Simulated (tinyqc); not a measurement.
Worked calculation: sp3 tight binding, zinc-blende lattice. One step of it, computed by the program tinyqc.

Problem. Bloch Hamiltonian at L. Slater-Koster rules over the four bonds with direction cosines (l, m, n): ss V_ss; s-px l V_sp; px-s -l V_sp; px-px l^2 V_pps + (1 - l^2) V_ppp; px-py l m (V_pps - V_ppp); each times exp(i k.d).

Parameters chosen for this model: zinc-blende lattice, anion at 0, cation at a/4 (1,1,1); V = eta hbar^2 / (m d^2), hbar^2/m = 7.619964 eV angstrom^2:
```
parameter,value,unit
a,3.910000,angstrom
d,1.693080,angstrom
Es anion,-12.340000,eV
Ep anion,-6.840000,eV
Es cation,-12.340000,eV
Ep cation,-6.840000,eV
eta ss,-1.420000,
eta sp,1.470000,
eta pp sigma,2.380000,
eta pp pi,-0.680000,
V ss,-3.774735,eV
V sp,3.907648,eV
V pp sigma,6.326669,eV
V pp pi,-1.807620,eV
```

k point L (2 pi / a): 0.500000  0.500000  0.500000

Give: H(k) at L.

Solution.

H(k) at L (eV), lower triangle (Hermitian):
```
,a s,a px,a py,a pz,c s,c px,c py,c pz
a s,-12.340
a px,0.000,-6.840
a py,0.000,0.000,-6.840
a pz,0.000,0.000,0.000,-6.840
c s,-5.338-5.338i,3.191+3.191i,3.191+3.191i,3.191+3.191i,-12.340
c px,-3.191-3.191i,1.278+1.278i,-3.835-3.835i,-3.835-3.835i,0.000,-6.840
c py,-3.191-3.191i,-3.835-3.835i,1.278+1.278i,-3.835-3.835i,0.000,0.000,-6.840
c pz,-3.191-3.191i,-3.835-3.835i,-3.835-3.835i,1.278+1.278i,0.000,0.000,0.000,-6.840
```
